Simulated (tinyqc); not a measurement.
Worked calculation: plane-wave Kohn-Sham cycle with exchange-only LDA in a layered model solid. One step of it, computed by the program tinyqc.

Problem. Iteration 2: potential. V_H(G) = 4 pi rho(G)/G^2 for G != 0 (uniform background); v_x = -(3 rho/pi)^(1/3); V = V_ext + V_H + v_x; Fourier components f(G_m) = (1/N) sum_j f(x_j) exp(-i G_m x_j).

A solid whose potential varies along x alone (atomic units):

| parameter | value |
|---|---|
| period a | 12.700000 |
| cross-section of the cell | 30.000000 |
| electrons per cell | 2 |
| grid points | 16 |
| plane waves -n..n, n | 3 |
| k points | 2 |
| V1 in V1 cos(2 pi x/a) | -0.520000 |

density after iteration 1 (e/bohr^3): 0.01822157  0.01503731  0.00858652  0.00373309  0.00170291  0.00117414  0.00107214  0.00105284  0.00105004  0.00105284  0.00107214  0.00117414  0.00170291  0.00373309  0.00858652  0.01503731

Give: Potentials on the grid; V(G_m), m = 0, 1, 2, ....

Solution.

Potentials on the grid (hartree):

| x | V_ext | V_H | v_x | V |
|---|---|---|---|---|
| 0.000 | -0.520 | 0.418 | -0.259 | -0.361 |
| 0.794 | -0.480 | 0.369 | -0.243 | -0.355 |
| 1.587 | -0.368 | 0.245 | -0.202 | -0.325 |
| 2.381 | -0.199 | 0.092 | -0.153 | -0.259 |
| 3.175 | 0 | -0.049 | -0.118 | -0.167 |
| 3.969 | 0.199 | -0.164 | -0.104 | -0.069 |
| 4.763 | 0.368 | -0.247 | -0.101 | 0.020 |
| 5.556 | 0.480 | -0.297 | -0.100 | 0.083 |
| 6.350 | 0.520 | -0.314 | -0.100 | 0.106 |
| 7.144 | 0.480 | -0.297 | -0.100 | 0.083 |
| 7.938 | 0.368 | -0.247 | -0.101 | 0.020 |
| 8.731 | 0.199 | -0.164 | -0.104 | -0.069 |
| 9.525 | 0 | -0.049 | -0.118 | -0.167 |
| 10.319 | -0.199 | 0.092 | -0.153 | -0.259 |
| 11.113 | -0.368 | 0.245 | -0.202 | -0.325 |
| 11.906 | -0.480 | 0.369 | -0.243 | -0.355 |

V(G_m), m = 0, 1, 2, ... (hartree): -0.150  -0.119  0.010  0.002  0.001  0.000  0.000
